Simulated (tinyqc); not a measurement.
# Slope factor and drain-induced lowering from three currents

Inverse problem. With source and body at 0 V, I = A exp((Vg + dd Vd)/(nf Vt)) (1 - exp(-Vd/Vt)). Find nf, the swing nf Vt ln 10 and dd.

Values chosen for this exercise:
- T = 300 K (temperature)

Constants: q = 1.602176634e-19 C, kB = 1.380649e-23 J/K, Vt = kB T/q. Results are converted to the units shown.

currents at (Vg, Vd) = (0, 0.05), (0, 0.9) and (0.08, 0.9) V (nA/um): [0.0053119987, 0.076237935, 1.0497939]

Answer. The pair at equal Vd gives nf; the pair at equal Vg, after dividing out the factors 1 - exp(-Vd/Vt), gives dd.

nf = 1.180
swing = 70.24 mV/decade
dd = 0.09000

tinyqc, about 0.03 s, one thread, Intel Xeon 2.30GHz (shared host): `OMP_NUM_THREADS=1 python tinyqc.py 2242234 2242235 out.jsonl`
